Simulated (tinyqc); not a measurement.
Vacuum evaporation: vapour pressure, source flux, thickness distribution, purity and step coverage: one step, computed by the program tinyqc.

Molecular flow, unit sticking of the metal, no re-evaporation. The background gas is taken as water vapour (18.015 g/mol, collision diameter 0.37 nm) at 300 K.

Problem. Offset source and rotation. Rotating wafer, source offset by s and facing upwards: thickness at radius r is the mean over the angle a of (1 + (r^2 + s^2 - 2 r s cos a)/h^2)^(-(n + 3)/2), by 360 equal steps; non-uniformity (max - min)/(max + min) over 21 radii from 0 to R.

Inputs (values chosen for the exercise, modelled on germanium, with constants for the liquid):
```
quantity,value,unit
directionality n,3,-
source-to-wafer distance h,62,cm
wafer radius R,10,cm
source offset from the axis s/h,0.92,-
```

Give: centre thickness relative to an axial source; edge over centre, rotating; non-uniformity, rotating.

Solution.

centre thickness relative to an axial source = 0.1589

edge over centre, rotating = 1.035

non-uniformity, rotating = 1.706 %
